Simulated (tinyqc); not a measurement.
# Hoppings from the band edges

Inverse problem. A dimerised chain has bands +/- sqrt(dl^2 + t1^2 + t2^2 + 2 t1 t2 cos k). Its semi-infinite form starts with the bond t1 and has a state bound to its end; such a state exists only for t1 < t2. Find t1 and t2.

Inputs (values chosen for the exercise):

| symbol | value | unit | meaning |
|---|---|---|---|
| dl | 0 | eV | site energy, +dl on A and -dl on B |

bottom and top of the upper band (eV): 0.24  1.76

Answer. The top gives t1 + t2 = sqrt(E^2 - dl^2) and the bottom |t1 - t2|; the end state decides which is larger.

t1 = 0.760 eV
t2 = 1.00 eV

tinyqc, about 0.01 s, one thread, Intel Xeon 2.30GHz (shared host): `OMP_NUM_THREADS=1 python tinyqc.py 2680003 2680004 out.jsonl`
